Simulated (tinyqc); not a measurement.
# Delay unit and parasitic delay from two ring oscillators

Question. A ring of 21 inverters oscillates at 1/(2 x 21 d), with stage delay d = tau (h + p) for fan-out h. Find tau, p and the delay at fan-out 4.

frequencies of 21-stage ring oscillators with fan-out 2 and 6 (GHz): [1.1677288, 0.50799503]

Solution. d is a straight line in h with slope tau and intercept tau p.

tau = 6.620 ps
p = 1.080
delay at fan-out 4 = 33.63 ps

tinyqc, about 0.01 s, one thread, Intel Xeon 2.30GHz (shared host): `OMP_NUM_THREADS=1 python tinyqc.py 2082137 2082138 out.jsonl`
